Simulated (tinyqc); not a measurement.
Defect, radiative and Auger recombination at equal electron and hole densities (ABC model): one step. The efficiency peak. Five cases, with inputs chosen for the exercise.

Question. IQE peaks at n_p = sqrt(Ae/C); with Q = B/sqrt(Ae C), IQE_max = Q/(Q + 2).

J/(e d) = Ae n + B n^2 + C n^3 with Ae = A + 4 S/w (four side walls, carriers spread evenly), e = 1.602176634e-19 C, lengths in cm; internal efficiency IQE = B n^2/(Ae n + B n^2 + C n^3); all injected carriers recombine in the layer.

Case 1.

Values chosen (orders of magnitude like those quoted for Ge; the results hold for these values, not for the real material):
- A = 49000 1/s (defect rate)
- B = 4.3e-14 cm^3/s (radiative coefficient)
- C = 1.3e-31 cm^6/s (Auger coefficient)
- S = 0 cm/s (recombination velocity of the side walls)
- w = 7.9 micrometre (side of the square mesa)
- d = 560 nm (active thickness)

Case 2.

Values chosen (orders of magnitude like those quoted for Ge; the results hold for these values, not for the real material):
- A = 350000 1/s (defect rate)
- B = 9.5e-14 cm^3/s (radiative coefficient)
- C = 1.4e-31 cm^6/s (Auger coefficient)
- S = 0 cm/s (recombination velocity of the side walls)
- w = 7.5 micrometre (side of the square mesa)
- d = 760 nm (active thickness)

Case 3.

Values chosen (orders of magnitude like those quoted for InP; the results hold for these values, not for the real material):
- A = 32000000 1/s (defect rate)
- B = 1.8e-10 cm^3/s (radiative coefficient)
- C = 4.7e-31 cm^6/s (Auger coefficient)
- S = 0 cm/s (recombination velocity of the side walls)
- w = 2.2 micrometre (side of the square mesa)
- d = 170 nm (active thickness)

Case 4.

Values chosen (orders of magnitude like those quoted for InP; the results hold for these values, not for the real material):
- A = 7100000 1/s (defect rate)
- B = 1.7e-10 cm^3/s (radiative coefficient)
- C = 1.1e-30 cm^6/s (Auger coefficient)
- S = 0 cm/s (recombination velocity of the side walls)
- w = 83 micrometre (side of the square mesa)
- d = 55 nm (active thickness)

Case 5.

Values chosen (orders of magnitude like those quoted for GaN; the results hold for these values, not for the real material):
- A = 14000000 1/s (defect rate)
- B = 2.4e-12 cm^3/s (radiative coefficient)
- C = 2.1e-31 cm^6/s (Auger coefficient)
- S = 0 cm/s (recombination velocity of the side walls)
- w = 4.7 micrometre (side of the square mesa)
- d = 3.7 nm (active thickness)

Give: Ae; n_p; Q; IQE_max; J at the peak.

Answer.

Case 1.

Ae = 4.900e+04 1/s
n_p = 6.139e+17 1/cm^3
Q = 0.5388
IQE_max = 0.212
J at the peak = 0.685 A/cm^2

Case 2.

Ae = 3.500e+05 1/s
n_p = 1.581e+18 1/cm^3
Q = 0.4292
IQE_max = 0.177
J at the peak = 16.4 A/cm^2

Case 3.

Ae = 3.200e+07 1/s
n_p = 8.251e+18 1/cm^3
Q = 46.41
IQE_max = 0.959
J at the peak = 3.48e+04 A/cm^2

Case 4.

Ae = 7.100e+06 1/s
n_p = 2.541e+18 1/cm^3
Q = 60.83
IQE_max = 0.968
J at the peak = 999 A/cm^2

Case 5.

Ae = 1.400e+07 1/s
n_p = 8.165e+18 1/cm^3
Q = 1.400
IQE_max = 0.412
J at the peak = 23.0 A/cm^2

The side walls are taken as passivated.

Computed by tinyqc, one run a case: `OMP_NUM_THREADS=1 python tinyqc.py N N+1 out.jsonl` with N = 1681731, 1681771, 1681849, 1681929, 1682104; one thread of a shared Intel(R) Xeon(R) Processor @ 2.30GHz, about 0.01 s a run at most.
